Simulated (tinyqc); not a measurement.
Capacitance of parallel on-chip lines from Laplace's equation on a mesh: two steps of the calculation.

Cross-section of an endless row of equal lines between two grounded planes; neighbours are driven in antiphase (+1 V and -1 V), so the plane midway between two lines is at 0 V. By symmetry one quarter is solved: x runs from the centre of a line (column 0, mirror) to that midplane (column 4, 0 V), y from the mid-height of the line (row 0, mirror) to the ground plane (row 5, 0 V). The line fills columns 0 to 2 and rows 0 to 2 at 1 V. Cells beside the line (below row 2) have e2, cells above have e1. Each link between nodes has the conductance g = mean permittivity of the two cells beside it (a cell beyond a mirror counts as 0), and the free nodes obey sum g (V_neighbour - V) = 0.

Inputs (values chosen for the exercise):

| symbol | value | unit | meaning |
|---|---|---|---|
| e1 | 2.4 |  | relative permittivity above and below the lines |
| e2 | 3.9 |  | relative permittivity between the lines |

Constants: eps0 = 8.8541878128e-12 F/m. Results are converted to the units shown.

Problem 1. Link conductances. gx[j, i] joins node (row j, column i) to column i + 1, gy[j, i] to row j + 1.

Wanted: gx; gy.

Solution 1.

gx:
```
,col 0,col 1,col 2,col 3
row 0,1.950,1.950,1.950,1.950
row 1,3.900,3.900,3.900,3.900
row 2,3.150,3.150,3.150,3.150
row 3,2.400,2.400,2.400,2.400
row 4,2.400,2.400,2.400,2.400
row 5,1.200,1.200,1.200,1.200
```

gy:
```
,col 0,col 1,col 2,col 3,col 4
row 0,1.950,3.900,3.900,3.900,1.950
row 1,1.950,3.900,3.900,3.900,1.950
row 2,1.200,2.400,2.400,2.400,1.200
row 3,1.200,2.400,2.400,2.400,1.200
row 4,1.200,2.400,2.400,2.400,1.200
```

Problem 2. Capacitance per length. C = 4 eps0 sum g (difference of V)^2 over all links (twice the energy of the four quarters, line at 1 V). Plate estimate without fringing: eps0 [2 e1 w/hd + 2 e2 t/(s/2)], w = 4 hx, t = 4 hx, s/2 = 2 hx, hd = 3 hx.

converged V (V):
```
,col 0,col 1,col 2,col 3,col 4
row 0,1.0000000,1.0000000,1.0000000,0.4933966,0.0000000
row 1,1.0000000,1.0000000,1.0000000,0.4867932,0.0000000
row 2,1.0000000,1.0000000,1.0000000,0.4537764,0.0000000
row 3,0.6320993,0.6131466,0.5323290,0.2787869,0.0000000
row 4,0.3021039,0.2881582,0.2373824,0.1290423,0.0000000
row 5,0.0000000,0.0000000,0.0000000,0.0000000,0.0000000
```

gx:
```
,col 0,col 1,col 2,col 3
row 0,1.95,1.95,1.95,1.95
row 1,3.9,3.9,3.9,3.9
row 2,3.15,3.15,3.15,3.15
row 3,2.4,2.4,2.4,2.4
row 4,2.4,2.4,2.4,2.4
row 5,1.2,1.2,1.2,1.2
```

gy:
```
,col 0,col 1,col 2,col 3,col 4
row 0,1.95,3.9,3.9,3.9,1.95
row 1,1.95,3.9,3.9,3.9,1.95
row 2,1.2,2.4,2.4,2.4,1.2
row 3,1.2,2.4,2.4,2.4,1.2
row 4,1.2,2.4,2.4,2.4,1.2
```

Find: C; plate estimate.

Solution 2.

C = 255.1 aF/um
plate estimate = 194.8 aF/um

Program tinyqc, `OMP_NUM_THREADS=1 python tinyqc.py 2790198 2790199 out.jsonl`; Intel Xeon 2.30GHz, shared host, one thread, about 1 s.
